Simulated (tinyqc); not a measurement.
## Screening length from the swing

Inverse problem. In a simple model of a Schottky-barrier transistor a barrier thinner than d = 3.7 nm is transparent, so the effective barrier is pn - psi (1 - exp(-d/lam)) and the swing beyond flat band is Vt ln 10/(1 - exp(-d/lam)). Find the thermionic swing, lam, and the effective barrier at psi = 0.2 V.

Values chosen for this exercise:

| symbol | value | unit | meaning |
|---|---|---|---|
| T | 300 | K | temperature |
| pn | 0.11 | eV | barrier for electrons at both contacts |

Constants: q = 1.602176634e-19 C, kB = 1.380649e-23 J/K, Vt = kB T/q. Results are converted to the units shown.

swing in the tunnelling range = 86.857287 mV/decade

Solution. The ratio of the two swings is 1 - exp(-d/lam).

Vt ln 10 = 59.53 mV/decade
lam = 3.200 nm
effective barrier = -0.02707 eV

Numbers from tinyqc (`OMP_NUM_THREADS=1 python tinyqc.py 2390048 2390049 out.jsonl`; about 0.5 s on one thread of a shared Intel Xeon 2.30GHz).
